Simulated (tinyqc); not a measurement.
Three surfaces against bond counting: Gupta-type many-body potential for a metal. Computed by tinyqc, a small Python program. Command: `OMP_NUM_THREADS=1 python tinyqc.py 3004094 3004095 out.jsonl gupta walk`. One thread of a shared host (Intel(R) Xeon(R) Processor @ 2.30GHz), about 0.01 s of CPU time with the checks.

E_i = sum_j A exp(-p (r_ij/r0 - 1)) - xi rho_i^gamma, with rho_i = sum_j exp(-2 q (r_ij/r0 - 1)); gamma = 1/2 is the tight-binding second-moment form. The crystal is fcc unless stated; d is the neighbour distance and a fixed number of shells is kept.

Inputs (values chosen for the exercise, for a model metal): repulsion A = 0.0994 eV; hopping xi = 1.18 eV; decay p = 9.35; decay q = 3.74; reference distance r0 = 3.501 angstrom; shells kept = 1; embedding exponent gamma = 0.45.

Constants: 1 eV/angstrom^3 = 160.2176634 GPa; 1 eV/angstrom^2 = 16.02176634 J/m^2.

Method:
- fcc shells: d sqrt(k), k = 1..5, with 12, 6, 24, 12, 24 atoms; Omega = d^3/sqrt2.
- Equilibrium: dE/dd = 0; B = d^2 E''(d)/(9 Omega).
- Cut the crystal without relaxation; an atom in layer l keeps the neighbours that lie below the surface plane. Excess = E_i + E_c. Surface energy = sum of excesses over the layers, divided by the area per surface atom: (sqrt3/2) d^2 for (111), d^2 for (100), sqrt2 d^2 for (110).
- Bond counting with pair bonds charges E_c/12 for each missing nearest neighbour: 3, 4 and 6 per surface cell.

neighbour distance d = 3.45082 angstrom

cohesive energy E_c = 2.42463 eV

Surfaces:
```
face   missing bonds  excess (eV)  bond counting (eV)    ratio  surface energy (J/m^2)
(111)              3      0.11906              0.6062  0.19642                 0.18497
(100)              4      0.17723              0.8082  0.21929                 0.23845
(110)              6      0.27949              1.2123  0.23054                 0.26590
```

The order of surface energies is (111) < (100) < (110), with (110)/(111) = 1.437 against 1.225 from counting first-neighbour bonds. The excess is 0.20 to 0.23 of the bond-counting value: atoms with fewer neighbours have stronger bonds. Caution: relaxation, left out here, lowers surface energies.
